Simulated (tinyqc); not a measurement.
## Scale length and length offset from two DIBL values

Problem. DIBL = exp(-Le/(2 l)) + 2 exp(-Le/l) with Le = L - dL. Find l, dL and the drawn length for a DIBL of 100 mV/V.

DIBL at drawn lengths 68 and 100 nm (mV/V): [132.20099, 40.172501]

Solution. With e = exp(-Le/(2 l)), 2 e^2 + e = DIBL gives e and so Le/l at each length; Le/l is a straight line in L with slope 1/l.

l = 15.00 nm
dL = 1.400 nm
length for 100 mV/V = 75.21 nm

Computed by the program tinyqc: `OMP_NUM_THREADS=1 python tinyqc.py 2002017 2002018 out.jsonl`, one thread of a shared Intel Xeon 2.30GHz, about 0.01 s for the whole run.
